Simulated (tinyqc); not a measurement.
Delta-doped HEMT, charge control: effect of the temperature.

A two-dimensional electron gas of density ns under a barrier. EF and the subbands are counted from the conduction-band edge of the channel at the interface. Two subbands of a triangular well with an infinite wall, parabolic band, no carriers in the barrier.

Fully depleted barrier with eb = ebr: Vp = q ND (d - ds)/(eps0 eb); donors per area ND; Voff = phiB - dEc - Vp. F = q (eta ns + Nb)/(eps0 ec) in eV/nm; E_k = a_k (C F^2/me)^(1/3), a_0 = 2.338107, a_1 = 4.087949, C = hbar^2/(2 m0); D = me m0 q/(pi hbar^2); ns = D Vt [ln(1 + exp((EF - E_0)/Vt)) + ln(1 + exp((EF - E_1)/Vt))], which gives EF = E_0 + Vt ln{2 s/[(1 + u) + sqrt((1 + u)^2 + 4 u s)]} with s = exp(ns/(D Vt)) - 1, u = exp((E_0 - E_1)/Vt). Charge control: ns + Nb = eps0 eb (Vg - Voff - EF)/(q d). Gate capacitance C = q dns/dVg = eps0 eb/(d + dd), dd = (eps0 eb/q) dEF/dns.

Values chosen for this exercise; material values close to those of InGaP on GaAs:
```
symbol   value   unit                                                  meaning
d           31     nm                   barrier thickness from gate to channel
ds           3     nm                       undoped spacer next to the channel
me      0.0653     m0                             electron mass in the channel
ec        13.2                            relative permittivity of the channel
ebr         12                            relative permittivity of the barrier
phiB     0.947     eV                               barrier height of the gate
dEc      0.132     eV                                   conduction-band offset
ND      4.6e12  cm^-2  sheet density of the donor plane at ds from the channel
eta        0.6                  share of ns that counts in the confining field
Nb           0  cm^-2                           depletion charge of the buffer
Vg           0      V                                             gate voltage
```

Constants: q = 1.602176634e-19 C, kB = 1.380649e-23 J/K, hbar = 1.054571817e-34 J s, m0 = 9.1093837015e-31 kg, Vt = kB T/q, eps0 = 8.8541878128e-14 F/cm where lengths are in cm, hbar^2/(2 m0) = 0.0380998212 eV nm^2. Results are converted to the units shown.

The same in every row: Voff (V) = -1.127.

Results:
```
T (K)	ns (cm^-2)	EF (eV)	EF - E_0 (eV)	second subband (%)	dd (nm)	C (uF/cm^2)	EF/dEc
20	1.986e12	0.1986	0.07282	1.001e-5	5.231	0.2933	1.505
77	1.987e12	0.1984	0.07259	0.3460	5.219	0.2934	1.503
150	1.990e12	0.1969	0.07094	2.698	5.196	0.2935	1.492
220	1.995e12	0.1945	0.06836	5.844	5.223	0.2933	1.474
300	2.003e12	0.1909	0.06439	9.506	5.314	0.2926	1.446
500	2.031e12	0.1776	0.04989	17.21	5.692	0.2896	1.345
```

Estimate the missing row, T = 400 K.

Computed row:
```
T (K)	ns (cm^-2)	EF (eV)	EF - E_0 (eV)	second subband (%)	dd (nm)	C (uF/cm^2)	EF/dEc
400	2.016e12	0.1849	0.05791	13.66	5.485	0.2912	1.401
```

With this row back in the table: As T goes from 20 to 500, ns rises from 1.99e12 to 2.03e12 cm^-2, EF falls from 0.199 to 0.178 eV and C goes from 0.293 through a maximum of 0.294 (at T = 150 among the rows listed) to 0.290 uF/cm^2. Voff stays at -1.13 V. EF exceeds the band offset for T = 20, 77, 150, 220, 300, 400, 500, where the model no longer holds.

Computed by the program tinyqc: `OMP_NUM_THREADS=1 python tinyqc.py 2180103 2180104 out.jsonl`, one thread of a shared Intel Xeon 2.30GHz, about 0.01 s for the whole run.
